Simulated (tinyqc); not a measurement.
Resistivity of narrow wires: free and nearly free electrons in a metal.

The cubic cell holds 4 atoms: n = 4 z/a^3, kF = (3 pi^2 n)^(1/3), EF = c kF^2/m, vF = 2 c kF/(m hbar), c = hbar^2/2m0; rs = (3/(4 pi n))^(1/3)/a0; D(EF) = 3 n/(2 EF).

Square wire of width w with grain size w: rho/rho0 = 1/(1 - 3 al/2 + 3 al^2 - 3 al^3 ln(1 + 1/al)) + (3/4) (1 - p) l/w, with al = (l/w) Rg/(1 - Rg) (Mayadas-Shatzkes plus the thick-wire form of Fuchs-Sondheimer); l = hbar kF/(n e^2 rho), e = 1.602176634e-19 C.

Constants: hbar^2/2m0 = 3.80998211 eV angstrom^2; hbar = 6.58211957e-16 eV s; a0 (Bohr radius) = 0.5291772105 angstrom.

Parameters, chosen for this exercise (near those of Co, whose d bands this model ignores; not measured data):
- a = 3.527 angstrom (fcc lattice constant)
- z = 2 (free electrons an atom)
- m = 1 m0 (mass)
- rho = 6.69 micro-ohm cm (bulk resistivity)
- p = 0.5 (specularity of the surfaces)
- Rg = 0.29 (reflection at grain boundaries)

Wires:
```
w (nm)     al  grain term (factor - 1)  surface term  rho (micro-ohm cm)
200     0.012                    0.018         0.011                6.88
100     0.024                    0.036         0.022                7.08
50      0.048                    0.071         0.044                7.46
30      0.080                    0.118         0.074                7.97
20      0.121                    0.175         0.111                8.60
14      0.172                    0.248         0.158                9.41
10      0.241                    0.345         0.222               10.48
7       0.345                    0.488         0.317               12.07
```

l = 5.91 nm

What can be read from this table?

At 7 nm the resistivity is 1.80 times the bulk value; grain boundaries add more (0.49 from grains, 0.32 from surfaces). 

(tinyqc, `OMP_NUM_THREADS=1 python tinyqc.py 1682095 1682096 out.jsonl`, Intel(R) Xeon(R) Processor @ 2.30GHz, 1 thread, shared host, about 0.01 s.)
